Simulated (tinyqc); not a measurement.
Inside a calculation: four-band model of biased bilayer graphene near K. Values are carried at full precision from step to step, so a last printed digit may differ when a step is redone from the rounded ones.

Constants: hbar^2/2m0 = 3.80998211 eV angstrom^2.

Parameters, chosen for this exercise (near those used for Bernal bilayer graphene; shifted at random, so the results belong to these values and not to a real crystal):

| symbol | value | unit | meaning |
|---|---|---|---|
| a | 2.46 | angstrom | lattice constant |
| g0 | 2.77 | eV | hopping in a layer |
| g1 | 0.363 | eV | hopping of the dimer sites |
| g3 | 0 | eV | skew hopping A1-B2 |
| g4 | 0 | eV | skew hopping A1-A2 |
| U | 0.35 | eV | potential difference of the layers |
| k | (0.018, 0.036) | 1/angstrom | wave vector from K |

## Velocities and mass

v_j = (sqrt3/2) a g_j; low-energy mass m/m0 = c g1/v0^2 with c = hbar^2/2m0; crossover wave vector g1/(2 v0).

v0, v3, v4 (eV angstrom): 5.9013  0.0000  0.0000

mass = 0.03971 m0
crossover = 0.03076 1/angstrom

## H at one k

Basis A1, B1, A2, B2, with B1 below A2; p = kx + i ky, v_j = (sqrt3/2) a g_j. Diagonal -U/2, -U/2, U/2, U/2; <A1|B1> = <A2|B2> = v0 p*, <B1|A2> = g1, <A1|B2> = v3 p, <A1|A2> = <B1|B2> = -v4 p*.

Fill in the matrix.

H (eV):
```
                A1              B1              A2              B2
A1         -0.1750  0.1062-0.2124i               0               0
B1  0.1062+0.2124i         -0.1750          0.3630               0
A2               0          0.3630          0.1750  0.1062-0.2124i
B2               0               0  0.1062+0.2124i          0.1750
```

## Levels and layer polarisation

Diagonalise; the weight on layer 1 is that of A1 and B1.

levels (eV): -0.5382  -0.1274  0.1274  0.5382

weights:
```
    band 1  band 2  band 3  band 4
A1   0.239   0.596   0.145   0.020
B1   0.558   0.024   0.235   0.183
A2   0.183   0.235   0.024   0.558
B2   0.020   0.145   0.596   0.239
```

weight on layer 1: 0.797  0.620  0.380  0.203

Band 2 has 62 % of its weight on layer 1, the layer of lower potential, and band 3 has 38 %; the dimer sites hold 26 % of band 3.

## The Mexican hat (g3 = g4 = 0)

At K the levels are -/+ U/2 and -/+ sqrt(g1^2 + U^2/4). The smallest gap, U g1/sqrt(U^2 + g1^2), lies on a ring of radius kg = (U/2 v0) sqrt((2 g1^2 + U^2)/(g1^2 + U^2)), v0 = (sqrt3/2) a g0; the height of the hat is U/2 less half that gap.

gap = 0.2520 eV
kg = 0.03654 1/angstrom
height of the hat = 49.02 meV

## Checks

- Gap on the ring from the formula against the matrix: both 0.251958.

Computed by tinyqc, a small Python program: `OMP_NUM_THREADS=1 python tinyqc.py 1481664 1481665 out.jsonl` (the numbers bound the seed that draws the inputs); one thread of a shared host (Intel(R) Xeon(R) Processor @ 2.30GHz), about 0.03 s for the whole set of steps.
